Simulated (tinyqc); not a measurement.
Polytypes by hexagonality, and a cubic inclusion as a quantum well: one step. The bound level without the field. Five cases, with inputs chosen for the exercise.

Question. Give V, L, the level E, its depth below the host conduction edge and the transition to the valence top of the host, gap(host) - (V - E).

Gap: E3 + (E2 - E3) h. Valence top Ev2 h and polarisation P2 h, both counted from 3C; Ec = Ev + gap.

A cubic inclusion of width L = N d in the host (h = 1) is a well of depth V = Ec(host) - Ec(3C). Square well with mass mismatch: k tan(k L/2) = (m_w/m_b) q, k = sqrt(m_w E/c), q = sqrt(m_b (V - E)/c), c = hbar^2/2m0, lowest root. The depth of the level, V - E, is its binding, and the transition to the valence top of the host is gap(host) - (V - E). The step in polarisation gives a field |F| = |P|/(eps eps0) in a thin inclusion, eps0 = 8.8541878e-12 F/m.

Constants: hbar^2/2m0 = 3.80998211 eV angstrom^2.

Give: V; L; E above the bottom; depth below the host edge; transition.

Case 1.

Values chosen (of the order of those of GaN; the results hold for these values, not for the real material):
- E3 = 3.249 eV (gap of the cubic polytype)
- E2 = 3.519 eV (gap of 2H)
- Ev2 = 0.071 eV (valence top of 2H above that of 3C)
- P2 = -0.0183 C/m^2 (spontaneous polarisation of 2H)
- m = (0.208, 0.215) m0 (electron mass along c in the cubic layer and in the host)
- d = 2.583 angstrom (thickness of a double layer)
- eps = 9.6 (dielectric constant)
- N = 2 (double layers in the cubic inclusion)

Answer.

V = 0.3410 eV
L = 5.166 angstrom
E above the bottom = 0.3036 eV
depth below the host edge = 0.0374 eV
transition = 3.4816 eV

The level keeps 11 % of the well depth. The transition lies above the gap of 3C itself (3.249 eV). At a few layers the effective-mass picture is only a guide.

Case 2.

Values chosen (of the order of those of InAs; the results hold for these values, not for the real material):
- E3 = 0.412 eV (gap of the cubic polytype)
- E2 = 0.457 eV (gap of 2H)
- Ev2 = 0.038 eV (valence top of 2H above that of 3C)
- P2 = 0.0017 C/m^2 (spontaneous polarisation of 2H)
- m = (0.027, 0.028) m0 (electron mass along c in the cubic layer and in the host)
- d = 3.5 angstrom (thickness of a double layer)
- eps = 14.6 (dielectric constant)
- N = 9 (double layers in the cubic inclusion)

Answer.

V = 0.0830 eV
L = 31.500 angstrom
E above the bottom = 0.0725 eV
depth below the host edge = 0.0105 eV
transition = 0.4465 eV

The level keeps 13 % of the well depth. The transition lies above the gap of 3C itself (0.412 eV).

Case 3.

Values chosen (of the order of those of GaAs; the results hold for these values, not for the real material):
- E3 = 1.53 eV (gap of the cubic polytype)
- E2 = 1.53 eV (gap of 2H)
- Ev2 = 0.115 eV (valence top of 2H above that of 3C)
- P2 = 0.0017 C/m^2 (spontaneous polarisation of 2H)
- m = (0.069, 0.067) m0 (electron mass along c in the cubic layer and in the host)
- d = 3.255 angstrom (thickness of a double layer)
- eps = 12.6 (dielectric constant)
- N = 12 (double layers in the cubic inclusion)

Answer.

V = 0.1150 eV
L = 39.060 angstrom
E above the bottom = 0.0691 eV
depth below the host edge = 0.0459 eV
transition = 1.4841 eV

The level keeps 40 % of the well depth. The transition lies below the gap of 3C itself (1.53 eV), which only a staggered line-up allows.

Case 4.

Values chosen (of the order of those of InAs; the results hold for these values, not for the real material):
- E3 = 0.416 eV (gap of the cubic polytype)
- E2 = 0.455 eV (gap of 2H)
- Ev2 = 0.054 eV (valence top of 2H above that of 3C)
- P2 = 0.0019 C/m^2 (spontaneous polarisation of 2H)
- m = (0.028, 0.027) m0 (electron mass along c in the cubic layer and in the host)
- d = 3.492 angstrom (thickness of a double layer)
- eps = 14.9 (dielectric constant)
- N = 24 (double layers in the cubic inclusion)

Answer.

V = 0.0930 eV
L = 83.808 angstrom
E above the bottom = 0.0475 eV
depth below the host edge = 0.0455 eV
transition = 0.4095 eV

The level keeps 49 % of the well depth. The transition lies below the gap of 3C itself (0.416 eV), which only a staggered line-up allows.

Case 5.

Values chosen (of the order of those of InAs; the results hold for these values, not for the real material):
- E3 = 0.418 eV (gap of the cubic polytype)
- E2 = 0.46 eV (gap of 2H)
- Ev2 = 0.052 eV (valence top of 2H above that of 3C)
- P2 = 0.002 C/m^2 (spontaneous polarisation of 2H)
- m = (0.024, 0.025) m0 (electron mass along c in the cubic layer and in the host)
- d = 3.501 angstrom (thickness of a double layer)
- eps = 14.8 (dielectric constant)
- N = 15 (double layers in the cubic inclusion)

Answer.

V = 0.0940 eV
L = 52.515 angstrom
E above the bottom = 0.0681 eV
depth below the host edge = 0.0259 eV
transition = 0.4341 eV

The level keeps 28 % of the well depth. The transition lies above the gap of 3C itself (0.418 eV).

Computed by tinyqc, one run a case: `OMP_NUM_THREADS=1 python tinyqc.py N N+1 out.jsonl` with N = 1880109, 1880149, 1880235, 1880347, 1880348; one thread of a shared Intel(R) Xeon(R) Processor @ 2.30GHz, about 0.1 s a run at most.
